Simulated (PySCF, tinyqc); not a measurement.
RHF in the sto-3g basis, for H3+, spin multiplicity 1, step by step. The lowest restricted solution is unstable here: a spin-polarised one lies 0.0079 hartree lower (PySCF). One step of it, computed by the program tinyqc.

Problem. Iteration 2: building the Fock matrix. J_ij = sum D_kl (ij|kl), K_ij = sum D_kl (ik|jl); F = H + J - 0.5 K; E = tr D H + tr D J / 2 - 0.25 tr D K + E_nn.

D after iteration 1:
```
          1H 1s     2H 1s     3H 1s
1H 1s  0.822236  0.434745  0.434745
2H 1s  0.434745  0.239551  0.239551
3H 1s  0.434745  0.239551  0.239551
```

core Hamiltonian H = T + V (hartree):
```
           1H 1s      2H 1s      3H 1s
1H 1s  -1.334223  -0.625935  -0.625935
2H 1s  -0.625935  -1.120335  -0.107028
3H 1s  -0.625935  -0.107028  -1.120335
```

Two-electron integrals (ij|kl) in chemists' order, unique and non-zero (hartree):
```
(11|11) 0.774606   (21|11) 0.225672   (21|21) 0.090471   (22|11) 0.417048
(22|21) 0.225672   (22|22) 0.774606   (31|11) 0.225672   (31|21) 0.061779
(31|22) 0.114113   (31|31) 0.090471   (32|11) 0.033374   (32|21) 0.011302
(32|22) 0.024836   (32|31) 0.011302   (32|32) 0.001693   (33|11) 0.417048
(33|21) 0.114113   (33|22) 0.219787   (33|31) 0.225672   (33|32) 0.024836
(33|33) 0.774606
```

nuclear repulsion = 1.09970326 hartree

Give: Coulomb J; exchange K; Fock matrix F; total energy of this density.

Solution.

Coulomb J (hartree):
```
        1H 1s   2H 1s   3H 1s
1H 1s  1.2451  0.4047  0.4047
2H 1s  0.4047  0.8885  0.0598
3H 1s  0.4047  0.0598  0.8885
```

exchange K (hartree):
```
        1H 1s   2H 1s   3H 1s
1H 1s  1.1023  0.5344  0.5344
2H 1s  0.5344  0.4783  0.2248
3H 1s  0.5344  0.2248  0.4783
```

Fock matrix F (hartree):
```
         1H 1s    2H 1s    3H 1s
1H 1s  -0.6402  -0.4884  -0.4884
2H 1s  -0.4884  -0.4710  -0.1596
3H 1s  -0.4884  -0.1596  -0.4710
```

total energy of this density = -1.125999 hartree

This density is a damped mixture and is not idempotent.
